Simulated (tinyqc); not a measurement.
One-electron ion in a basis of Gaussians, step by step. Computed by tinyqc, a small Python program that keeps every step. Settings: Z = 3, l = 0. Command: `OMP_NUM_THREADS=1 python tinyqc.py 31338 31339 out.jsonl` (the two numbers bound the seeds that draw the settings). One thread of a shared host (Intel(R) Xeon(R) Processor @ 2.60GHz), about 0.01 s of CPU time with the checks.

## Matrices over normalised Gaussians

exponents of r^l exp(-a r^2) (1/bohr^2): [0.445100, 0.588900, 0.779000]

Z = 3

l = 0

With p = a_i + a_j and I(k) = Gamma((k+1)/2) / (2 p^((k+1)/2)): S = I(2l+2), T = (2l+3) a_i a_j S / p, V = -Z I(2l+1), each divided by sqrt(S_ii S_jj).

S:
```
[[1.000000, 0.985459, 0.943661],
 [0.985459, 1.000000, 0.985480],
 [0.943661, 0.985480, 1.000000]]
```

T (hartree):
```
[[0.667650, 0.749443, 0.801891],
 [0.749443, 0.883350, 0.991502],
 [0.801891, 0.991502, 1.168500]]
```

V (hartree):
```
[[-3.193891, -3.392151, -3.534278],
 [-3.392151, -3.673771, -3.901676],
 [-3.534278, -3.901676, -4.225324]]
```

## Generalised eigenproblem

H = T + V (hartree):
```
[[-2.526241, -2.642708, -2.732387],
 [-2.642708, -2.790421, -2.910174],
 [-2.732387, -2.910174, -3.056824]]
```

Solve H C = S C e through S^(-1/2); each column has its largest component positive (the first on a tie).

eigenvalues of S: [0.000462, 0.056339, 2.943198]

eigenvalues (hartree): [-3.373240, -0.760636, 0.760469]

coefficients:
```
[[-3.953893, 4.910770, -18.336608],
 [8.844336, -3.829865, 36.540484],
 [-5.941137, -0.704873, -18.458648]]
```

For Z = 3 and l = 0 the exact lowest level is -Z^2/(2 n^2) with n = l + 1: -4.500000 hartree. The basis is nearly linearly dependent, so rounded matrices do not reproduce these digits.
